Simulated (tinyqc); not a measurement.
Worked calculation: round or elliptic silicon nanowire with anisotropic valleys (Ritz method). Values are carried at full precision from step to step, so a last printed digit may differ when a step is redone from the rounded ones.

Wire along x = [100] on a (001) wafer, y = [010], z = [001]. Valley groups, two valleys each (w = inverse masses): A, axis along z: w_y = 1/mt, w_z = 1/ml, m_x = mt; B, axis along y: w_y = 1/ml, w_z = 1/mt, m_x = mt; C, axis along x: w_y = w_z = 1/mt, m_x = ml.

Constants: hbar^2/2m0 = 3.80998211 eV angstrom^2; kB = 8.617333262e-05 eV/K.

Values chosen for the exercise (near those of a Si nanowire; not measured data): ml = 0.932 m0 (longitudinal mass); mt = 0.189 m0 (transverse mass); a = 42 angstrom (semi-axis along y); b = 19 angstrom (semi-axis along z); group = A (valley group worked out); T = 300 K (temperature).

## Stretching the ellipse

Scaling y by 1/sqrt(w_y) and z by 1/sqrt(w_z) makes the mass 1 and the semi-axes A = a/sqrt(w_y), B = b/sqrt(w_z). List them with the one-function estimate 3c (1/A^2 + 1/B^2) and the slender limit c (pi/2s)^2 (1 + 2s/(pi l)), s and l the smaller and larger of A, B; c = hbar^2/2m0.

Groups:
```
group  g      A      B  axis ratio  one function (eV)  slender limit (eV)
A      2  18.26  18.34       1.005             0.0683              0.0461
B      2  40.55   8.26       4.909             0.1745              0.1557
C      2  18.26   8.26       2.211             0.2018              0.1775
```

The one-function value suits axis ratios near 1 and the slender limit ratios well above 2.

## Matrices of three even functions

Hard wall on the ellipse (y/a)^2 + (z/b)^2 = 1, c = hbar^2/2m0. With u = y/a, v = z/b the operator is -c [(w_y/a^2) d2/du2 + (w_z/b^2) d2/dv2] on the unit disc. Basis (1 - u^2 - v^2) u^i v^j; S, X and Y are the disc integrals of f f', (df/du)(df'/du) and (df/dv)(df'/dv), from the integral of u^p v^q = 2 Gamma((p+1)/2) Gamma((q+1)/2)/((p + q + 2) Gamma((p+q+2)/2)) for even p, q; H = c (w_y X/a^2 + w_z Y/b^2).

Basis 1, u^2, v^2 times (1 - u^2 - v^2); form S and H for the chosen group.

S, lower triangle:
```
            1       u^2       v^2
1    1.047198
u^2  0.130900  0.039270
v^2  0.130900  0.013090  0.039270
```

H (meV), lower triangle:
```
           1      u^2      v^2
1    71.4769
u^2  11.9128  10.4509
v^2  11.9128   1.4891  10.3965
```

## Lowest level in this basis

Solve H p = E S p for the wire level; give E, the ratios p2/p1 and p3/p1, and H11/S11.

E = 65.8 meV

ratios: -0.39  -0.39

one function = 68.3 meV

The two added functions lower the level by 2.5 meV (3.6 %); the two ratios are close, as the stretched shape is nearly a circle.

## Subbands

Converged values use 21 functions of each parity class (e or o in u, then in v).

The nine lowest levels of all groups and parity classes.

Subbands:
```
group, parity  g  m_x (m0)  E (eV)
A ee           2    0.1890  0.0658
B ee           2    0.1890  0.1578
A eo           2    0.1890  0.1666
A oe           2    0.1890  0.1674
C ee           2    0.9320  0.1911
B oe           2    0.1890  0.2017
B ee           2    0.1890  0.2537
A ee           2    0.1890  0.3000
A oo           2    0.1890  0.3000
```

At 300 K and without degeneracy the populations go as g sqrt(m_x) exp(-E/kB T): among these nine the lowest level holds 92 % and the light transport mass mt 98 % of the electrons. Levels above about 0.3 eV lie beyond parabolic valleys and hard walls.

## Checks

- Circle of radius a with both masses mt against c (2.404826/R)^2/m, eV: both 0.0661.

Program tinyqc; command `OMP_NUM_THREADS=1 python tinyqc.py 1280206 1280207 out.jsonl`; about 0.05 s on one thread of a shared Intel(R) Xeon(R) Processor @ 2.30GHz.
